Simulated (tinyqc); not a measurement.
# Input admittance of a MOSFET at zero drain bias: distributed channel and distributed gate: two studies

Source and drain grounded, strong inversion, w = 2 pi f, Cox = eps0 eox/tox. The channel is an RC line of resistance 1/(mu Cox Vo) per square fed from both ends, so one finger has the intrinsic admittance y = i w Cox L tanh(g)/g per width, g = (1/2) sqrt(i w tau), tau = L^2/(mu Vo). The vertical resistance rv/L is in series with y, the overlaps 2 i w Cov in parallel: y_t = 1/(1/y + rv/L) + 2 i w Cov. The gate strip is a line of Rsh/L per length loaded by y_t, so a finger has Y = y_t Wf tanh(k)/k, k = (Wf/sd) sqrt(y_t Rsh/L); the device has Nf Y.

Values chosen for this exercise; values of the order met in silicon radio-frequency transistors:
```
symbol  value        unit                                                                 meaning
eox       3.9              relative permittivity of the gate insulator (close to silicon dioxide)
tox       4.1          nm                                                     insulator thickness
L        0.25          um                                                          channel length
Wf        6.5          um                                                            finger width
Nf          8                                                                   number of fingers
mu        100  cm^2/(V s)                                                        channel mobility
Vo       0.59           V                                                          gate overdrive
Rsh        21  ohm/square                                            sheet resistance of the gate
rv          1    ohm um^2                                  vertical resistivity of the gate stack
sd          1                                       number of ends at which a finger is contacted
Cov      0.22       fF/um                             overlap and fringe capacitance on each side
f          14         GHz                                                               frequency
```

Constants: eps0 = 8.8541878128e-14 F/cm where lengths are in cm. Results are converted to the units shown.

Each table varies one quantity; the others keep the values above.

## Input impedance against frequency

Low-frequency limits, with c = Cox L and ct = c + 2 Cov: R_strip = Rsh Wf/(3 sd^2 L Nf), R_ch = (c/ct)^2 L/(12 mu Cox Vo Wf Nf), R_vert = (c/ct)^2 rv/(L Wf Nf), C = ct Wf Nf. Z = 1/(Nf Y) = R + 1/(i w C), Q = |Im Z|/R, far-point signal |1/cosh k|.

The same in every row: low-frequency R (ohm) = 28.32.

Input impedance against frequency:

| f (GHz) | w tau | \|k\| | R (ohm) | C (fF) | Q | signal at the far point |
|---|---|---|---|---|---|---|
| 0.1 | 0.006656 | 0.07534 | 28.32 | 132.4 | 424.6 | 1.000 |
| 0.4 | 0.02662 | 0.1507 | 28.32 | 132.4 | 106.1 | 0.9999 |
| 1 | 0.06656 | 0.2382 | 28.32 | 132.4 | 42.46 | 0.9996 |
| 2 | 0.1331 | 0.3369 | 28.32 | 132.3 | 21.24 | 0.9984 |
| 6 | 0.3994 | 0.5834 | 28.29 | 132.0 | 7.105 | 0.9859 |
| 20 | 1.331 | 1.061 | 27.98 | 128.4 | 2.216 | 0.8699 |
| 40 | 2.662 | 1.484 | 27.12 | 119.0 | 1.233 | 0.6593 |
| 100 | 6.656 | 2.196 | 24.18 | 91.01 | 0.7231 | 0.3302 |
| 300 | 19.97 | 3.023 | 19.55 | 48.86 | 0.5556 | 0.1427 |

R falls from 28.3 to 19.5 ohm and C falls from 132 to 48.9 fF. Q goes as f^(-1.00) between the first two rows and f^(-0.24) between the last two, where w tau = 20.0 and |k| = 3.02. The low-frequency limits hold both R and C within 5 % up to f = 20 GHz among the rows.

## Dividing a fixed width into fingers

Total width Wf Nf = 52 um; each finger also has a contact resistance Rc at each contacted end, which adds Rc/(sd Nf). The resistances are low-frequency limits, good while |k| is below about 1; the far-point signal is |1/cosh k| at f, without Rc.

The same in every row: R_ch + R_vert (ohm) = 5.5689.

Dividing a fixed width into fingers:

| Nf | Wf (um) | R_strip (ohm) | Rc/(sd Nf) for Rc = 30 ohm (ohm) | sum (ohm) | signal at the far point |
|---|---|---|---|---|---|
| 1 | 52.000 | 1456.0 | 30.000 | 1491.6 | 0.011114 |
| 2 | 26.000 | 364.00 | 15.000 | 384.57 | 0.14896 |
| 4 | 13.000 | 91.000 | 7.5000 | 104.07 | 0.57809 |
| 8 | 6.5000 | 22.750 | 3.7500 | 32.069 | 0.92961 |
| 16 | 3.2500 | 5.6875 | 1.8750 | 13.131 | 0.99047 |
| 32 | 1.6250 | 1.4219 | 0.93750 | 7.9282 | 0.99820 |
| 64 | 0.81250 | 0.35547 | 0.46875 | 6.3931 | 0.99959 |
| 128 | 0.40625 | 0.088867 | 0.23438 | 5.8921 | 0.99990 |

R_strip falls as 1/Nf^2, from 1460 to 0.0889 ohm, the contact term as 1/Nf, and R_ch + R_vert stays at 5.57 ohm since the total width is fixed. The sum is within a factor 1.5 of that floor from Nf = 32 on. More fingers add wiring capacitance, which is left out.

Program tinyqc, `OMP_NUM_THREADS=1 python tinyqc.py 2262081 2262082 out.jsonl`; Intel Xeon 2.30GHz, shared host, one thread, about 0.01 s.
